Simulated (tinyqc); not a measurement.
Hexagonal on-chip spiral inductor, lumped pi model: two steps of the calculation.

Outer diameter do = di + 2 n wd + 2 (n - 1) sp, mean da = (do + di)/2, fill p = (do - di)/(do + di), length l = 3.464 n da. L = 2.33 mu0 n^2 da/(1 + 3.82 p), mu0 = 4 pi 1e-7 H/m. Rs = rho l/(wd delta (1 - exp(-th/delta))), delta = sqrt(rho/(pi f mu0)). Cs = n wd^2 eps0 eo/hu across the coil. At each end Cox = l wd eps0 eo/(2 ho) leads to the substrate branch Rsi = 2 rs he/(l wd) in parallel with Csi = l wd eps0 11.7/(2 he). With one end grounded Y = 1/(Rs + i w L) + i w Cs + 1/[1/(i w Cox) + 1/(1/Rsi + i w Csi)], w = 2 pi f; Q = -Im Y/Re Y. Eddy currents in neighbouring turns and in the substrate are left out.

Parameters, values chosen for the exercise; values of the order met in silicon radio-frequency processes:
```
symbol  value     unit                                     meaning
n         2.5                                      number of turns
wd          6       um                                  line width
sp        1.5       um                         space between turns
di        100       um                              inner diameter
th        0.9       um                             metal thickness
rho       1.9  uohm cm                           metal resistivity
ho          9       um                        oxide below the coil
hu        1.1       um            oxide between coil and underpass
eo        3.9                   relative permittivity of the oxide
rs         10   ohm cm                       substrate resistivity
he         80       um  effective spreading depth in the substrate
f         1.2      GHz                                   frequency
```

Constants: eps0 = 8.8541878128e-12 F/m. Results are converted to the units shown.

Question 1. Geometry and model elements. do, l, L, delta, Rs, Cs, Cox, Rsi and Csi as defined.

Find: do; l; L; delta; Rs; Cs; Cox; Rsi; Csi.

Answer 1.

do = 134.5 um
l = 1015 um
L = 1.374 nH
delta = 2.003 um
Rs = 4.435 ohm
Cs = 2.825 fF
Cox = 11.69 fF
Rsi = 2626 ohm
Csi = 3.945 fF

Question 2. Admittance, quality factor and apparent inductance. Series branch 1/(Rs + i w L), substrate branch, total Y, Q = -Im Y/Re Y, apparent inductance Im(1/Y)/w, metal-only value w L/Rs, share of the loss in the substrate Re(substrate branch)/Re Y.

L = 1.3736511 nH
Rs = 4.4353586 ohm
Cs = 2.8252908 fF
Cox = 11.687532 fF
Rsi = 2626.2616 ohm
Csi = 3.9445422 fF

Find: series branch; substrate branch; Y; Q; apparent inductance; w L/Rs; share of the loss in the substrate.

Answer 2.

series branch = 34.940-81.589i mS
substrate branch = 0.018611+0.082361i mS
Y = 34.959-81.486i mS
Q = 2.3309
apparent inductance = 1.3746 nH
w L/Rs = 2.3351
share of the loss in the substrate = 0.053237 %

Q is 99.8 % of the metal-only value.

tinyqc, about 0.01 s, one thread, Intel Xeon 2.30GHz (shared host): `OMP_NUM_THREADS=1 python tinyqc.py 2302249 2302250 out.jsonl`
